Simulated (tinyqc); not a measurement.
From results back to parameters: heavy doping: gap narrowing, degeneracy and the minority density. Three cases, with inputs chosen for the exercise.

Problem. The minority density was computed from a hidden true narrowing dEg.

F_j(eta) = (1/Gamma(j + 1)) integral_0^infinity x^j dx/(1 + exp(x - eta)), which tends to exp(eta) for eta << 0.

Majority: N = Nv F_1/2(eta), eta the distance of EF beyond the majority band edge in kT. Degeneracy factor gam = F_1/2(eta)/exp(eta). ni0^2 = Nc Nv exp(-Eg/kT); product n p = ni0^2 gam exp(dEg/kT), dEg the true narrowing; apparent narrowing dEa = dEg + kT ln gam; minority density = n p/N.

Constants: kB = 8.617333262e-05 eV/K.

Case 1.

Values chosen (gap and densities of states near those of Si at this temperature; narrowing constants near the fits for Si; shifted at random, so the results belong to these values and not to a real crystal): N = 2.1e+18 1/cm^3 (ionised acceptors, equal to the majority density); Eg = 1.134 eV (gap); Nc = 2.09e+19 1/cm^3 (conduction-band density of states); Nv = 8.71e+18 1/cm^3 (valence-band density of states); T = 250 K.

minority density = 0.00630887 1/cm^3

Case 2.

Values chosen (gap and densities of states near those of InP at this temperature; narrowing constants of the size fitted for Si, not for this material; shifted at random, so the results belong to these values and not to a real crystal): N = 1.7e+18 1/cm^3 (ionised acceptors, equal to the majority density); Eg = 1.357 eV (gap); Nc = 5.46e+17 1/cm^3 (conduction-band density of states); Nv = 1.21e+19 1/cm^3 (valence-band density of states); T = 300 K.

minority density = 0.000432764 1/cm^3

Case 3.

Values chosen (gap and densities of states near those of Si at this temperature; narrowing constants near the fits for Si; shifted at random, so the results belong to these values and not to a real crystal): N = 1.4e+18 1/cm^3 (ionised acceptors, equal to the majority density); Eg = 1.128 eV (gap); Nc = 2.09e+19 1/cm^3 (conduction-band density of states); Nv = 8.86e+18 1/cm^3 (valence-band density of states); T = 250 K.

minority density = 0.0110656 1/cm^3

Find: dEa; gam; dEg.

Solution. dEa = kT ln(minority x N/ni0^2); gam follows from N alone, and dEg = dEa - kT ln gam.

Case 1.

dEa = 35.84 meV
gam = 0.9186
dEg = 37.67 meV

Case 2.

dEa = 50.20 meV
gam = 0.9516
dEg = 51.48 meV

Case 3.

dEa = 32.84 meV
gam = 0.9458
dEg = 34.04 meV

Computed by tinyqc, one run a case: `OMP_NUM_THREADS=1 python tinyqc.py N N+1 out.jsonl` with N = 1680784, 1680848, 1680912; one thread of a shared Intel(R) Xeon(R) Processor @ 2.30GHz, about 0.02 s a run at most.
